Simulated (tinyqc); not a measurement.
From results back to parameters: band-to-band tunnelling across a p-n junction in a two-band chain. Two cases, with inputs chosen for the exercise.

Problem. In a uniform field T = exp(-B/F), B = (pi/4) sqrt(m/c) Eg^(3/2), c = hbar^2/2m0, 1 V/angstrom = 100 MV/cm. m is the band-edge mass, the same for both bands (twice the reduced mass). The ratio below comes from a hidden m.

Constants: hbar^2/2m0 = 3.80998211 eV angstrom^2.

Case 1.

Values chosen (out of a larger set: gap and mass near those of InAs; not measured data): Eg = 0.368 eV (gap); F1 = 1 MV/cm (first field); F2 = 3.32 MV/cm (second field).

ln(T2/T1) = 1.000384

Case 2.

Values chosen (out of a larger set: gap and mass near those of InGaAs; not measured data): Eg = 0.72 eV (gap); F1 = 1.29 MV/cm (first field); F2 = 2.46 MV/cm (second field).

ln(T2/T1) = 1.929023

Find: B; m.

Solution. B is the logarithm over 1/F1 - 1/F2, and m = c (4B/pi)^2/Eg^3 with B in V/angstrom.

Case 1.

B = 1.432 MV/cm
m = 0.0254 m0

Case 2.

B = 5.232 MV/cm
m = 0.0453 m0

Computed by tinyqc, one run a case: `OMP_NUM_THREADS=1 python tinyqc.py N N+1 out.jsonl` with N = 1481104, 1481156; one thread of a shared Intel(R) Xeon(R) Processor @ 2.30GHz, about 0.01 s a run at most.
